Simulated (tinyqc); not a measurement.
Character of the line: straight dislocations in isotropic elasticity: fields, energies, partials, Peierls stress and walls. Computed by tinyqc, a small Python program. Command: `OMP_NUM_THREADS=1 python tinyqc.py 3010403 3010404 out.jsonl disloc walk`. One thread of a shared host (Intel(R) Xeon(R) Processor @ 2.30GHz), about 0.01 s of CPU time with the checks.

The line runs along z, the glide plane is y = 0, and beta is the angle between b and the line (0 screw, 90 degrees edge): b_e = b sin(beta) along +x with the extra half plane at y > 0, b_s = b cos(beta). Stress is positive in tension.

Inputs (values chosen for the exercise, for a model fcc or diamond crystal): shear modulus G = 68.7 GPa; Poisson ratio nu = 0.203; Burgers vector b = 3.774 angstrom; stacking-fault energy gamma = 50.5 mJ/m^2; dislocation density rho = 7.9e+13 1/m^2; core radius r0/b = 2.

Character: 60-degree.

Constants: 1 eV/angstrom^3 = 160.2176634 GPa.

Method:
- Energy factor K = G [cos^2(beta) + sin^2(beta)/(1 - nu)].
- E = K b^2/(4 pi) ln(R/r0) with R = 1/(2 sqrt(rho)); tension T = E + d^2E/d(beta)^2 = G b^2 [1 + nu - 3 nu sin^2(beta)]/(4 pi (1 - nu)) ln(R/r0). The core energy is taken into r0.
- Shockley partials have b_p = b/sqrt(3) at the angles beta -/+ 30 degrees; their repulsion balances the fault at d = G b_p^2/(8 pi gamma) (2 - nu)/(1 - nu) [1 - 2 nu cos(2 beta)/(2 - nu)].
- E = K b^2/(4 pi) ln(R/r0); T = G b^2 [1 + nu - 3 nu sin^2(beta)]/(4 pi (1 - nu)) ln(R/r0).

ln(R/r0) = 4.31119

From screw to edge:
```
beta (degrees)  K (GPa)  E (eV/nm)  T (eV/nm)  d (nm)
0                68.700     20.953     31.626  4.4851
15               69.872     21.310     30.554  4.6605
30               73.075     22.287     27.623  5.1397
45               77.449     23.621     23.621  5.7943
60               81.824     24.955     19.618  6.4488
75               85.026     25.932     16.688  6.9280
90               86.198     26.289     15.616  7.1034
```

What does the comparison show, and why?

The edge costs 1/(1 - nu) = 1.255 times the screw in energy, yet its tension is only (1 - 2 nu)/(1 + nu) = 0.494 of the screw value, so loops under stress are elongated along b. The edge splits 1.58 times as widely, (2 + nu)/(2 - 3 nu), since there the larger, edge parts of the partials repel with the factor 1/(1 - nu) and the small screw parts attract, while in the screw the roles are exchanged.
